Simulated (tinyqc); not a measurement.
Valley splitting in a one-orbital chain of atomic planes (second-neighbour model), step by step. Values are carried at full precision from step to step, so a last printed digit may differ when a step is redone from the rounded ones.

Each (001) plane carries one orbital with energy e0, hopping v to the next plane and u to the second: E(phi) = e0 + 2 v cos(phi) + 2 u cos(2 phi), where phi = pi - k a/4 (the sign of every second orbital is chosen so that v > 0, which shifts the phase by pi). The minimum lies at cos(phi0) = -v/(4u), phi0 = pi - (pi/2) k0 for a valley at k0 (2 pi/a), and e0 puts it at zero. A slab of N planes has hard walls: the matrix simply ends.

Constants: hbar^2/2m0 = 3.80998211 eV angstrom^2.

Values chosen for the exercise (near those of the Delta valleys of silicon; abrupt walls in this chain split the valleys several times more than measured wells; shifted at random, so the results belong to these values and not to a real crystal):
- a = 5.432 angstrom (lattice constant; planes lie a/4 apart)
- k0 = 0.855 2 pi/a (position of the valley)
- ml = 0.921 m0 (longitudinal mass)
- N = 9 (planes in the small slab)

## Hoppings from the valley position and mass

The curvature at the minimum is d2E/dphi2 = 8 u sin^2(phi0) = (2c/ml)/(a/4)^2 with c = hbar^2/2m0; v = -4 u cos(phi0); e0 = 2u + v^2/(4u).

phi0 = 1.79856 rad
u = 0.59092 eV
v = 0.53373 eV
e0 = 1.30236 eV

## The bulk band

E at phi = j pi/10.

Band:

| phi/pi | E (eV) |
|---|---|
| 0.0 | 3.5517 |
| 0.1 | 3.2737 |
| 0.2 | 2.5312 |
| 0.3 | 1.5646 |
| 0.4 | 0.6761 |
| 0.5 | 0.1205 |
| 0.6 | 0.0164 |
| 0.7 | 0.3097 |
| 0.8 | 0.8040 |
| 0.9 | 1.2433 |
| 1.0 | 1.4168 |

## Hamiltonian of the slab

e0 on the diagonal, v and u on the first and second off-diagonals.

H (eV):
```
        1       2       3       4       5       6       7       8       9
1  1.3024  0.5337  0.5909       0       0       0       0       0       0
2  0.5337  1.3024  0.5337  0.5909       0       0       0       0       0
3  0.5909  0.5337  1.3024  0.5337  0.5909       0       0       0       0
4       0  0.5909  0.5337  1.3024  0.5337  0.5909       0       0       0
5       0       0  0.5909  0.5337  1.3024  0.5337  0.5909       0       0
6       0       0       0  0.5909  0.5337  1.3024  0.5337  0.5909       0
7       0       0       0       0  0.5909  0.5337  1.3024  0.5337  0.5909
8       0       0       0       0       0  0.5909  0.5337  1.3024  0.5337
9       0       0       0       0       0       0  0.5909  0.5337  1.3024
```

## Levels and the valley doublet

Diagonalise H. The two lowest levels are the doublet made from the valleys at +k0 and -k0; give their splitting, the weights of the lowest state, and its parity under reversal of the planes.

levels (eV): 0.1527  0.2088  0.5502  0.7591  1.0688  1.2628  1.7780  2.6379  3.3029

splitting = 56.12 meV

weights on the planes: 0.068  0.078  0.064  0.290  0.000  0.290  0.064  0.078  0.068

parity of the lowest state: odd

The mean of the doublet lies 0.1808 eV above the bulk minimum, and level 3 lies 0.3695 eV above that mean; the weights oscillate from plane to plane because the two valleys interfere.

## Checks

- Mean of the doublet for 400 planes against the effective-mass level with W = 402 a/4 (meV): both 0.1370.

Computed by tinyqc, a small Python program: `OMP_NUM_THREADS=1 python tinyqc.py 1480027 1480028 out.jsonl` (the numbers bound the seed that draws the inputs); one thread of a shared host (Intel(R) Xeon(R) Processor @ 2.30GHz), about 0.02 s for the whole set of steps.
